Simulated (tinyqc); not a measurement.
# Which input was changed?

Model: Schottky barrier with interface states (Cowley-Sze model), image lowering and contact resistance. Computed by tinyqc, a small Python program. Command: `OMP_NUM_THREADS=1 python tinyqc.py 3012143 3012144 out.jsonl pinning which`. One thread of a shared host (Intel(R) Xeon(R) Processor @ 2.30GHz), about 0.09 s of CPU time with the checks.

An n-type semiconductor under a metal. The barrier lies between the Schottky-Mott limit phi_M - chi and the Bardeen limit E_g - E_n, E_n being the neutrality level of the interface states; the space-charge term of the full Cowley-Sze expression is left out.

Inputs (values chosen for the exercise, for a model semiconductor):
```
quantity,value,unit
gap E_g,2.83,eV
electron affinity chi,4.05,eV
metal work function phi_M,5.4,eV
neutrality level E_n above the valence band,0.572,eV
optical dielectric constant eps_opt,4.91,-
dielectric constant eps_s,9.35,-
electron mass m_e,0.176,m_0
valleys M_c,1,-
donor density N,6.5e+16,cm^-3
temperature T,200,K
reverse bias V_r,2.2,V
```

Pinning factor from: Moench relation.

Constants: k_B = 8.617333262e-05 eV/K; m_0 = 9.1093837015e-31 kg; k_B = 1.380649e-23 J/K; h = 6.62607015e-34 J s; eps_0 = 8.8541878128e-12 F/m; e = 1.602176634e-19 C; hbar = 1.054571817e-34 J s.

Method:
- S = 1/(1 + 0.1 (eps_opt - 1)^2), an empirical relation for metal-induced gap states.
- phi_B = S (phi_M - chi) + (1 - S)(E_g - E_n); the hole barrier is E_g - phi_B.
- N_c = 2 M_c (2 pi m_e k_B T/h^2)^(3/2); xi = E_c - E_F solves N = N_c F_1/2(-xi/k_B T) (bisection; full ionisation).
- F_1/2(eta) = (2/sqrt(pi)) int_0^infinity sqrt(x)/(1 + exp(x - eta)) dx, by the trapezoid rule in t = sqrt(x) with step 0.02 up to t = 12 (for eta < -12 by exp(eta) - exp(2 eta)/2^(3/2)).
- V_bi = phi_B - xi; W = sqrt(2 eps_s eps_0 (V_bi + V_r - k_B T/e)/(e N)); field at the metal E_m = e N W/(eps_s eps_0); image lowering sqrt(e E_m/(4 pi eps_s eps_0)).
- A* = 4 pi e m_e M_c k_B^2/h^3 (a simple valley count); J_s = A* T^2 exp(-phi/k_B T).
- J_0 uses phi_B; the reverse current uses phi_B less the image lowering, times 1 - exp(-V_r/k_B T).
- E_00 = (e hbar/2) sqrt(N/(m_e eps_s eps_0)), E_0 = E_00 coth(E_00/k_B T); scaling form of the contact resistivity rho_c = (k_B/(e A* T)) exp(phi_B/E_0), which is the thermionic result when E_00 << k_B T and keeps only the leading exponential of tunnelling when E_00 >> k_B T; image lowering is left out of it.

Problem. One of these inputs alone was changed, within the range given: optical dielectric constant eps_opt (2.455 to 9.82); donor density N (3.25e+16 to 1.3e+17); electron mass m_e (0.088 to 0.352); dielectric constant eps_s (4.675 to 18.7). Which one, and to what value?

Results:
```
run,J_0 (A/cm^2),contact resistivity rho_c (ohm cm^2),image lowering (eV)
before,1.191936e-42,2.767948e+39,0.07004869
after,1.557644e-42,3.105869e+39,0.07001808
```

Solution.

Each candidate set to reproduce J_0, and what it then gives:
```
candidate,range searched,value needed,contact resistivity rho_c (ohm cm^2),image lowering (eV)
optical dielectric constant eps_opt,2.455 to 9.82,4.869,2.1266e+39,0.070029
donor density N (cm^-3),3.25e+16 to 1.3e+17,no effect,-,-
electron mass m_e (m_0),0.088 to 0.352,0.2300,3.1059e+39,0.070018
dielectric constant eps_s,4.675 to 18.7,no effect,-,-
```

Only electron mass m_e fits every result: it went from 0.176 to 0.230 m_0. The next best candidate, optical dielectric constant eps_opt, misses one result by 32 %.

Caution: so small an emission current is nominal: generation, tunnelling and edge leakage set the real one.
